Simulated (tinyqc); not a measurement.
Worked calculation: Hubbard chain of 3 sites. Computed by tinyqc, a small Python program that keeps every step. Settings: hopping = 1.06, U = 6.0, mixing = 1, iteration cap = 82. Command: `OMP_NUM_THREADS=1 python tinyqc.py 20074 20075 out.jsonl` (the two numbers bound the seeds that draw the settings). One thread of a shared host (Intel(R) Xeon(R) Processor @ 2.60GHz), about 0.2 s of CPU time with the checks. Later iterations appear only in the table of the cycle.

## Mean-field iteration 1

one-body matrix (hopping and site energies) (eV):
```
           1          2          3
1   0.000000  -1.060000   0.000000
2  -1.060000   0.000000  -1.060000
3   0.000000  -1.060000   0.000000
```

U = 6.000000 eV

electrons, up and down: 2  2

mixing = 1

n(up) at the start (a guess, not normalised): 1 1.000000, 2 0.217000, 3 1.000000

n(down) at the start (a guess): 1 0.217000, 2 1.000000, 3 0.217000

H(up) = T + U n(down), H(down) = T + U n(up); fill the lowest levels; n(new) = n + mixing (n(out) - n); E = tr T (rho up + rho down) + U sum n_up n_down of the output.

levels, up (eV): 0.864425  1.302000  6.437575

levels, down (eV): 0.864425  6.000000  6.437575

energy = 5.038277 eV

n(up) after iteration 1: 1 0.960743, 2 0.078515, 3 0.960743

n(down) after iteration 1: 1 0.539257, 2 0.921485, 3 0.539257

## Mean-field iteration 2

As before.

levels, up (eV): 2.494880  3.235545  6.269576

levels, down (eV): 0.076041  5.764455  6.159504

energy = 4.934150 eV

n(up) after iteration 2: 1 0.901891, 2 0.196218, 3 0.901891

n(down) after iteration 2: 1 0.532469, 2 0.935062, 3 0.532469

## Convergence

Each step fills the lowest levels of T + U n(other spin) and sets n(new) = n + mixing (n(out) - n); stop when output and input agree to 1e-8.

Course of the cycle:
```
iteration      E (eV)  largest |n(out) - n(in)|  mean |n_up - n_down|
1          5.03827658                  3.22e-01              0.561980
2          4.93415020                  1.18e-01              0.492562
3          4.92278062                  2.70e-02              0.481168
4          4.92074818                  2.03e-02              0.469501
5          4.92030723                  5.89e-03              0.467058
6          4.92020482                  4.70e-03              0.464374
7          4.92018013                  1.42e-03              0.463786
8          4.92017408                  1.15e-03              0.463130
9          4.92017259                  3.52e-04              0.462984
10         4.92017222                  2.85e-04              0.462822
11         4.92017212                  8.75e-05              0.462786
...               ...                       ...                   ...
72         4.42772600                  5.69e-04              0.486906
73         4.42772393                  4.84e-04              0.486584
74         4.42772241                  4.21e-04              0.486404
75         4.42772128                  3.59e-04              0.486166
76         4.42772044                  3.11e-04              0.486032
77         4.42771982                  2.66e-04              0.485856
78         4.42771937                  2.30e-04              0.485757
79         4.42771903                  1.97e-04              0.485626
80         4.42771878                  1.70e-04              0.485553
81         4.42771859                  1.46e-04              0.485456
82         4.42771845                  1.26e-04              0.485402
```

Not converged within 82 iterations: the residual falls steadily but slowly, by a factor of about 0.86 a step. The lowest mean-field energy found from random starts is 4.42772 eV. Reruns (cap 100 unless said): mixing 0.2: not converged; mixing 0.5: not converged; mixing 0.9: not converged; the original settings with a cap of 400: converged in 145 (E = 4.42772).

## The many-body Hamiltonian

Basis: all placements (u, d, 2, 0 on each site), up operators ordered before down ones; hops carry the sign of the same-spin electrons passed.

H (eV):
```
           220        2ud        u2d        2du        202        ud2        d2u        du2
220  12.000000  -1.060000   0.000000  -1.060000   0.000000   0.000000   0.000000   0.000000
2ud  -1.060000   6.000000  -1.060000   0.000000  -1.060000   0.000000   0.000000   0.000000
u2d   0.000000  -1.060000   6.000000   0.000000   0.000000  -1.060000   0.000000   0.000000
2du  -1.060000   0.000000   0.000000   6.000000  -1.060000   0.000000  -1.060000   0.000000
202   0.000000  -1.060000   0.000000  -1.060000  12.000000  -1.060000   0.000000  -1.060000
ud2   0.000000   0.000000  -1.060000   0.000000  -1.060000   6.000000   0.000000   0.000000
d2u   0.000000   0.000000   0.000000  -1.060000   0.000000   0.000000   6.000000  -1.060000
du2   0.000000   0.000000   0.000000   0.000000  -1.060000   0.000000  -1.060000   6.000000
022   0.000000   0.000000   0.000000   0.000000   0.000000  -1.060000   0.000000  -1.060000

           022
220   0.000000
2ud   0.000000
u2d   0.000000
2du   0.000000
202   0.000000
ud2  -1.060000
d2u   0.000000
du2  -1.060000
022  12.000000
```

## Exact diagonalisation (9 states)

Lowest levels of the sector, and the double occupancy of the lowest state.

lowest levels (eV): 4.020142  4.500934  5.646315  6.000000  6.971759  7.499066

double occupancy per site = 0.354350

## The lowest level by Lanczos steps

From a random start vector (not printed): a_j = <q_j|H|q_j>, b_j = norm of the remainder after orthogonalising; the Ritz value is the lowest eigenvalue of the tridiagonal matrix of a and b so far.

Lanczos:
```
j   a_j (eV)  b_j (eV)  lowest Ritz value (eV)
1   6.621659  2.583290              6.62165919
2  10.419802  2.726490              5.31450854
3   6.641118  1.330442              4.31938539
4   8.943684  3.254355              4.16706120
5   9.234922  0.766045              4.05041550
6   6.153627  2.469723              4.03938719
7  10.148988  2.043893              4.02804817
8   7.556494  0.742250              4.02101341
9   6.279705  1.66e-10              4.02014202
```
